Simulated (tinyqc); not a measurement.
Sp3 tight binding, zinc-blende lattice, step by step. One step of it, computed by the program tinyqc.

Problem. Levels at L. Diagonalise the Hermitian matrix.

H(k) at L (eV), order a s, a px, a py, a pz, c s, c px, c py, c pz:
```
[[-19.340000, 0.000000, 0.000000, 0.000000, -6.122873+6.122873i, -3.802849+3.802849i, -3.802849+3.802849i, -3.802849+3.802849i],
 [0.000000, -8.470000, 0.000000, 0.000000, 3.802849-3.802849i, 1.484333-1.484333i, -4.406613+4.406613i, -4.406613+4.406613i],
 [0.000000, 0.000000, -8.470000, 0.000000, 3.802849-3.802849i, -4.406613+4.406613i, 1.484333-1.484333i, -4.406613+4.406613i],
 [0.000000, 0.000000, 0.000000, -8.470000, 3.802849-3.802849i, -4.406613+4.406613i, -4.406613+4.406613i, 1.484333-1.484333i],
 [-6.122873-6.122873i, 3.802849+3.802849i, 3.802849+3.802849i, 3.802849+3.802849i, -13.410000, 0.000000, 0.000000, 0.000000],
 [-3.802849-3.802849i, 1.484333+1.484333i, -4.406613-4.406613i, -4.406613-4.406613i, 0.000000, -5.370000, 0.000000, 0.000000],
 [-3.802849-3.802849i, -4.406613-4.406613i, 1.484333+1.484333i, -4.406613-4.406613i, 0.000000, 0.000000, -5.370000, 0.000000],
 [-3.802849-3.802849i, -4.406613-4.406613i, -4.406613-4.406613i, 1.484333+1.484333i, 0.000000, 0.000000, 0.000000, -5.370000]]
```

Give: eigenvalues.

Solution.

eigenvalues (eV): [-28.310, -22.844, -15.394, -15.394, -1.757, 1.554, 1.554, 6.321]
